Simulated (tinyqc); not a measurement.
X-ray photoelectron analysis of a thin oxide on a semiconductor: attenuation lengths, thickness, angle series and band offsets: one step, computed by the program tinyqc.

The same element is seen in the oxide and in the substrate, at nearly the same kinetic energy; films are flat and uniform, and the work function is ignored.

Question. Inelastic mean free paths. TPP-2M: lambda = E/(E_p^2 [b ln(c E) - C/E + D/E^2]) in angstrom, E_p = 28.8 sqrt(N_v rho/M), b = -0.10 + 0.944/sqrt(E_p^2 + E_g^2) + 0.069 rho^0.1, c = 0.191/sqrt(rho), U = N_v rho/M, C = 1.97 - 0.91 U, D = 53.4 - 20.8 U, with E = photon energy less binding energy in eV. Attenuation length L = factor x lambda.

Inputs (values chosen for the exercise, modelled on SiO2 on silicon):
```
quantity                                           value    unit
photon energy                                     1253.6      eV
binding energy of the core level                    99.4      eV
oxide density                                       2.16  g/cm^3
oxide formula mass                                 60.08   g/mol
valence electrons per oxide formula                   16       -
oxide gap                                           8.74      eV
substrate density                                   2.33  g/cm^3
substrate formula mass                             28.09   g/mol
valence electrons per substrate formula                4       -
substrate gap                                       1.12      eV
attenuation length over inelastic mean free path    0.94       -
```

Give: kinetic energy E; the table «Terms» with the columns E_p (eV), b, c, lambda (nm), for layer = oxide, substrate; L in the oxide; L in the substrate.

Answer.

kinetic energy E = 1154.2 eV

Terms:
```
layer      E_p (eV)         b        c  lambda (nm)
oxide        21.843  0.014648  0.12996       3.3517
substrate    16.589  0.031866  0.12513       2.6705
```

L in the oxide = 3.1506 nm

L in the substrate = 2.5103 nm
